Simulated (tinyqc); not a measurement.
# Trench capacitor in an array: capacitance, non-linearity, leakage and relaxation: capacitance, non-linearity and leakage against thickness

A film between two metal electrodes, each interface adding a series capacitance ci. The small-signal permittivity is ek (1 + aq E^2); the field is found with the linear permittivity. Leakage J = J0 sinh(E/Ef). After a voltage step the film passes a relaxation current kr C V tt^(-nr), tt being the time in seconds. The sidewall is a coaxial capacitor with radii a = dm/2 - t and b = dm/2, depth AR dm; the end face is left out.

Planar film: Cf = eps0 ek/t, 1/C = 1/Cf + 2/ci, EOT = 3.9 eps0/C, effective permittivity C t/eps0, E = (V/t) C/Cf; quadratic coefficient [C(V)/C - 1]/V^2 with Cf (1 + aq E^2) in C(V).

Parameters, values chosen for the exercise; permittivity of the order of that of titanium dioxide: relative permittivity of the film ek = 87.1; capacitance of each electrode interface (dead layer and screening) ci = 60 uF/cm^2; quadratic field coefficient of the permittivity aq = 0.026 cm^2/MV^2; bias V = 1 V; leakage prefactor J0 = 5.1e-10 A/cm^2; field for an e-fold rise of the leakage Ef = 0.44 MV/cm.

Constants: eps0 = 8.8541878128e-14 F/cm where lengths are in cm. Results are converted to the units shown.

Result of one run:

| t (nm) | C (uF/cm^2) | EOT (nm) | effective permittivity | E (MV/cm) | quadratic coefficient (ppm/V^2) | J (A/cm^2) |
|---|---|---|---|---|---|---|
| 22 | 3.139 | 1.100 | 77.99 | 0.4070 | 3854 | 5.419e-10 |

What becomes of these results when the film thickness t is changed from 22 to 7.7 nm, all else the same?

Result of the changed run:

| t (nm) | C (uF/cm^2) | EOT (nm) | effective permittivity | E (MV/cm) | quadratic coefficient (ppm/V^2) | J (A/cm^2) |
|---|---|---|---|---|---|---|
| 7.7 | 7.509 | 0.4599 | 65.30 | 0.9736 | 1.837e4 | 2.303e-9 |

The whole series:

| t (nm) | C (uF/cm^2) | EOT (nm) | effective permittivity | E (MV/cm) | quadratic coefficient (ppm/V^2) | J (A/cm^2) |
|---|---|---|---|---|---|---|
| 3.9 | 11.92 | 0.2897 | 52.50 | 1.545 | 3.653e4 | 8.542e-9 |
| 5.5 | 9.556 | 0.3614 | 59.36 | 1.239 | 2.686e4 | 4.246e-9 |
| 7.7 | 7.509 | 0.4599 | 65.30 | 0.9736 | 1.837e4 | 2.303e-9 |
| 11 | 5.683 | 0.6076 | 70.60 | 0.7369 | 1.141e4 | 1.313e-9 |
| 15 | 4.389 | 0.7867 | 74.36 | 0.5691 | 7181 | 8.596e-10 |
| 22 | 3.139 | 1.100 | 77.99 | 0.4070 | 3854 | 5.419e-10 |
| 30 | 2.368 | 1.458 | 80.23 | 0.3070 | 2257 | 3.855e-10 |
| 43 | 1.692 | 2.040 | 82.19 | 0.2194 | 1181 | 2.650e-10 |
| 60 | 1.233 | 2.802 | 83.52 | 0.1598 | 636.8 | 1.893e-10 |

C falls from 11.9 to 1.23 uF/cm^2 while the effective permittivity goes from 52.5 to 83.5 (ek = 87.1). EOT is a straight line in t with slope 3.9/ek = 0.0448 and intercept 0.115 nm. The quadratic coefficient goes as t^(-0.89) between the first two rows and t^(-1.85) between the last two (-2 without interfaces), and J falls by 1.65 decades. For t = 3.9 direct tunnelling, left out, would add to the leakage.

tinyqc, about 0.01 s, one thread, Intel Xeon 2.30GHz (shared host): `OMP_NUM_THREADS=1 python tinyqc.py 2102101 2102102 out.jsonl`
